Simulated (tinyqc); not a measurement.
Worked calculation: X-ray reflectivity of a thin film on silicon: critical angles, Parratt recursion, fringes and roughness. Computed by tinyqc, a small Python program that keeps every step. Command: `OMP_NUM_THREADS=1 python tinyqc.py 3121148 3121149 out.jsonl xrr walk`. One thread of a shared host (Intel(R) Xeon(R) Processor @ 2.30GHz), about 0.01 s of CPU time with the checks. Intermediate numbers are printed to about 6 digits and carried at full precision; extremes and crossings named in words are read from the listed rows.

n = 1 - delta + i beta; the classical electron radius is r_e = 2.8179403e-6 nm. Layer 0 is vacuum, 1 the film, 2 the substrate.

Inputs (values chosen for the exercise, modelled on Si3N4 on silicon, copper K-alpha radiation):

| quantity | value | unit |
|---|---|---|
| wavelength lambda | 0.15406 | nm |
| film density rho | 3 | g/cm^3 |
| effective electrons per unit mass, film | 0.5 | mol/g |
| beta/delta, film | 0.018 | - |
| film thickness d | 29.6 | nm |
| roughness of the surface sigma_1 | 1.2 | nm |
| roughness of the interface sigma_2 | 0.7 | nm |
| substrate density | 2.33 | g/cm^3 |
| effective electrons per unit mass, substrate | 0.507 | mol/g |
| beta/delta, substrate | 0.023 | - |
| grazing angle theta | 1.09 | degrees |

Constants: N_A = 6.02214076e+23 1/mol.

## Optical constants

delta = r_e lambda^2 rho_e/(2 pi), rho_e = density x electrons per mass x N_A; critical angle sqrt(2 delta), q_c = 4 sqrt(pi r_e rho_e).

Constants:

| layer | rho_e (1/nm^3) | delta | beta | critical angle (degrees) | q_c (1/nm) |
|---|---|---|---|---|---|
| film | 903.321 | 9.61554e-06 | 1.73080e-07 | 0.251261 | 0.357702 |
| substrate | 711.402 | 7.57263e-06 | 1.74170e-07 | 0.222977 | 0.317437 |

The film is denser in electrons than the substrate; X-rays tunnel through a film of a few nanometres, so the edge of total reflection moves to the value of the film only as it thickens.

## Critical angle of the film

The formulas are those given above.

critical angle of the film = 0.251261 degrees

## Reflectivity at one angle

k_j = (2 pi/lambda) sqrt(sin^2 theta - 2 delta_j + 2 i beta_j); r_ij = (k_i - k_j)/(k_i + k_j) x exp(-2 k_i k_j sigma^2) (Nevot-Croce); r = (r_01 + r_12 p)/(1 + r_01 r_12 p), p = exp(2 i k_1 d); R = |r|^2.

k_0, k_1, k_2 (1/nm): 0.775832  0.754935+0.000381i  0.759423+0.000381i

1000 r_01 = 2.52683-0.04890i

1000 r_12 = -1.68964+0.00176i

p = 0.741508+0.637196i

reflectivity R = 2.88399e-06

q = 4 pi sin(theta)/lambda = 1.55166 1/nm

## Fringe period, contrast and decay

Far above the critical angle the period is d theta = lambda/(2 d), or 2 pi/d in q; the envelope runs between (|r_01| - |r_12 p|)^2 and (|r_01| + |r_12 p|)^2; contrast = 2 a b/(a^2 + b^2) with a = |r_01|, b = |r_12 p|; roughness factors on the amplitudes are about exp(-q^2 sigma^2/2).

period in theta = 0.149105 degrees

period in q = 0.212270 1/nm

contrast = 0.915942

roughness factor, surface = 0.176662

roughness factor, interface = 0.554396

## Thickness from the minima

Minima of R theta^4 are located on 6001 points over 7.5 periods, from 1.15 times the larger critical angle. With refraction, sin^2(theta_m) = 2 delta + m^2 (lambda/(2 d))^2, m integer or half-integer; the first six minima are used, and the first order is the one that minimises the largest residual of the least-squares line plus the distance of its intercept from 2 delta. Without refraction, d = lambda/(2 x mean step of sin theta).

Minima:

| order m | theta (degrees) | sin^2 theta |
|---|---|---|
| 1 | 0.293609 | 2.62598e-05 |
| 2 | 0.391459 | 4.66789e-05 |
| 3 | 0.514470 | 8.06239e-05 |
| 4 | 0.648664 | 1.28167e-04 |
| 5 | 0.788077 | 1.89175e-04 |
| 6 | 0.930099 | 2.63497e-04 |

d with refraction = 29.5853 nm

d without refraction = 34.6727 nm

Against d = 29.6 nm the errors are -0.05 % with and +17.14 % without refraction. The orders are integers, as r_01 and r_12 have opposite signs for a film denser than the substrate.

## Which roughness does what

R is averaged over one period above each angle (64 points); contrast = (max - min)/(max + min) of R theta^4 over that period. Cases: smooth; only sigma_1; only sigma_2; both.

Mean R and contrast:

| theta (degrees) | R smooth | contrast | R, sigma_1 | contrast, sigma_1 | R, sigma_2 | contrast, sigma_2 | R, both | contrast, both |
|---|---|---|---|---|---|---|---|---|
| 0.8 | 5.05112e-04 | 0.413328 | 8.53777e-05 | 9.57612e-01 | 4.94254e-04 | 2.93872e-01 | 7.39538e-05 | 0.836574 |
| 1.2 | 1.01324e-04 | 0.403207 | 4.92311e-06 | 8.32154e-01 | 9.89446e-05 | 1.95944e-01 | 1.68455e-06 | 0.985930 |
| 1.8 | 2.14210e-05 | 0.403643 | 9.20434e-07 | 7.10809e-02 | 2.06860e-05 | 7.99014e-02 | 3.04879e-08 | 0.391459 |
| 2.5 | 5.94483e-06 | 0.403927 | 2.57033e-07 | 7.49380e-04 | 5.75350e-06 | 1.56450e-02 | 3.93176e-10 | 0.360300 |
| 3.5 | 1.62244e-06 | 0.404597 | 6.89260e-08 | 1.87509e-05 | 1.54219e-06 | 8.95661e-04 | 2.44333e-13 | 0.477324 |

At 2.5 degrees sigma_1 alone multiplies the mean R by 0.043 and sigma_2 alone by 0.97; the contrast goes from 0.40 (smooth) to 0.00 and 0.02.

Checks made by the program: smooth bare substrate far above q_c against (q_c/2q)^4 (relative difference 1e-03).
